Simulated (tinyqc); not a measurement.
What grading buys: minority-electron transport through the base of a bipolar transistor (Moll-Ross and Kroemer integrals). Computed by tinyqc, a small Python program. Command: `OMP_NUM_THREADS=1 python tinyqc.py 3007317 3007318 out.jsonl base walk`. One thread of a shared host (Intel(R) Xeon(R) Processor @ 2.30GHz), about 0.01 s of CPU time with the checks.

Low injection, one dimension, x from the emitter edge (0) to the collector edge (W), s = x/W. Recombination is treated as a small correction (valid for tau_B well below tau_n), computed from the stored charge.

Inputs (values chosen for the exercise, modelled on InP):
```
quantity                               value        unit
base doping at the emitter edge N_0  3.8e+19      1/cm^3
base width W                              15          nm
mu_min                                   710  cm^2/(V s)
mu_max                                  4720  cm^2/(V s)
N_ref                                2.5e+17      1/cm^3
saturation velocity v_s                 0.95    1e7 cm/s
temperature T                            300           K
```

Base doping profile: uniform. Gap grading: linear. Exit of the base: infinite sink.

Constants: k_B = 8.617333262e-05 eV/K.

Method. N(x) = N_0; n_i(x)^2 = n_i^2 exp(s dE_g/k_B T); D(x) = (k_B T/e) mu, mu = mu_min + (mu_max - mu_min)/(1 + (N/N_ref)^0.7). With y(x) = N n_i^2/(D n_i(x)^2): base Gummel number G_B = int_0^W y dx; J_C = e n_i^2 exp(e V_BE/k_B T)/G_B; n(x) = (J_C/e)(n_i(x)^2/(N n_i^2)) [int_x^W y dx]; transit time tau_B = (e/J_C) int n dx; trapezoid rule on 401 even points.

The same base with other gradings:
```
dE_g (meV)  dE_g/k_B T  G_B (s/cm^4)  J_C gain  tau_B (ps)  speed gain
0                0.000    2.6705e+12     1.000    0.052706      1.0000
25               0.967    1.7115e+12     1.560    0.039142      1.3465
50               1.934    1.1811e+12     2.261    0.030396      1.7340
75               2.901    8.6990e+11     3.070    0.024499      2.1514
100              3.868    6.7594e+11     3.951    0.020354      2.5895
150              5.802    4.5886e+11     5.820    0.015046      3.5030
200              7.736    3.4504e+11     7.739    0.011865      4.4420
300             11.605    2.3014e+11    11.604    0.008302      6.3490
```

At 100 meV J_C rises by a factor 3.95 and the transit is 2.59 times faster; at 300 meV the factors are 11.60 and 6.35. For a uniform base without exit term both tend to be linear in dE_g/k_B T, J_C as x/(1 - exp(-x)) and the speed as x/2. From 0 meV on the mean velocity W/tau_B exceeds v_s, so those speed gains are overstated.
